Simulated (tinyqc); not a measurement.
Short-channel transistor, virtual-source model with series resistance: two steps of the calculation.

The current per gate width is the charge at the top of the source barrier (the virtual source) times its velocity times a saturation function; al and be are fitting constants of the model. Units: I in uA/um, Rs in ohm um, so I Rs = 1e-6 I Rs in volts; Q in uC/cm^2, so I = 1e-4 Q vx0 Fsat with vx0 in cm/s.

Parameters, values chosen for the exercise:
```
symbol,value,unit,meaning
T,300,K,temperature
Cinv,2.8,uF/cm^2,inversion capacitance
vx0,1.49e7,cm/s,velocity at the virtual source
mu,680,cm^2/(V s),apparent mobility
L,65,nm,channel length
VT0,0.39,V,threshold at zero drain voltage
dl,0.048,V/V,drain-induced barrier lowering
n0,1.06,,subthreshold factor
nd,0,1/V,growth of n with drain voltage
al,3.5,,threshold shift (in units of Vt) from weak to strong inversion
be,1.4,,sharpness of saturation
Rs,30,ohm um,series resistance of each contact
Vgs,0.66,V,gate voltage
Vds,1,V,drain voltage
```

Constants: q = 1.602176634e-19 C, kB = 1.380649e-23 J/K, Vt = kB T/q. Results are converted to the units shown.

Question 1. Current through the series resistance. Intrinsic voltages Vg' = Vgs - I Rs, Vd' = Vds - 2 I Rs. n = n0 + nd Vd', VT = VT0 - dl Vd', Ff = 1/(1 + exp((Vg' - VT + al Vt/2)/(al Vt))), Q = Cinv n Vt ln(1 + exp((Vg' - VT + al Vt Ff)/(n Vt))), Vdsat = (vx0 L/mu)(1 - Ff) + Vt Ff, Fsat = u/(1 + u^be)^(1/be) with u = Vd'/Vdsat, and I(out) = Q vx0 Fsat per width. (Fsat takes the sign of u.) I(new) = I(out).

I after iteration 1 = 1275.6019 uA/um

Wanted: Vg'; Vd'; VT; Ff; Q; Vdsat; Fsat; I(out); I after iteration 2.

Answer 1.

Vg' = 0.6217 V
Vd' = 0.9235 V
VT = 0.3457 V
Ff = 0.02790
Q = 0.7800 uC/cm^2
Vdsat = 0.1392 V
Fsat = 0.9524
I(out) = 1107 uA/um
I after iteration 2 = 1107 uA/um

Question 2. What the series resistance costs. n = n0 + nd Vd', VT = VT0 - dl Vd', Ff = 1/(1 + exp((Vg' - VT + al Vt/2)/(al Vt))), Q = Cinv n Vt ln(1 + exp((Vg' - VT + al Vt Ff)/(n Vt))), Vdsat = (vx0 L/mu)(1 - Ff) + Vt Ff, Fsat = u/(1 + u^be)^(1/be) with u = Vd'/Vdsat, and I = Q vx0 Fsat per width. I0 is the current for Rs = 0. Effective velocity I/Q; transit time L Q/I.

converged I = 1126.4913 uA/um
I0 = 1275.6019 uA/um

Give: loss against I0; effective velocity; transit time.

Answer 2.

loss against I0 = 11.69 %
effective velocity = 1.420e7 cm/s
transit time = 0.4578 ps

The carriers leave the virtual source at 95.3 % of vx0: the device is in saturation.

tinyqc, about 0.01 s, one thread, Intel Xeon 2.30GHz (shared host): `OMP_NUM_THREADS=1 python tinyqc.py 2380062 2380063 out.jsonl`
